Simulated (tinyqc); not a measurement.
All-pass ring resonator: one step of the calculation.

A ring of length L = 2 pi Rr coupled to one bus waveguide: round-trip amplitude a = 10^(-al L/20), self-coupling t = sqrt(1 - k2). At detuning d from the resonance the round-trip phase is p = 2 pi d/FSR and the transmission T = (a^2 - 2 a t cos p + t^2)/(1 - 2 a t cos p + a^2 t^2). Lossless coupler, linear absorption only.

Task. Thermal shift of the resonance. T is the transmission at d = dl - s, p = 2 pi d/FSR; out = (lam dT/ng) Rt fa (1 - T) Pin; s(new) = out.

Inputs (values chosen for the exercise); values close to those of silicon waveguides: cold resonance wavelength lam = 1550 nm; group index ng = 4.32; thermo-optic change of the effective index dT = 0.00017 1/K; thermal resistance Rt = 7.2 K/mW; share of the loss that heats the ring fa = 0.78; input power Pin = 0.025 mW; laser detuning from the cold resonance dl = 15 pm.

s at the start = 0 pm
a = 0.99081933
t = 0.98234414
FSR = 5.9007678 nm

Wanted: d; T; out; s after iteration 1.

Result.

d = 15.00 pm
T = 0.3335
out = 5.708 pm
s after iteration 1 = 5.708 pm

Numbers from tinyqc (`OMP_NUM_THREADS=1 python tinyqc.py 2650125 2650126 out.jsonl`; about 0.01 s on one thread of a shared Intel Xeon 2.30GHz).
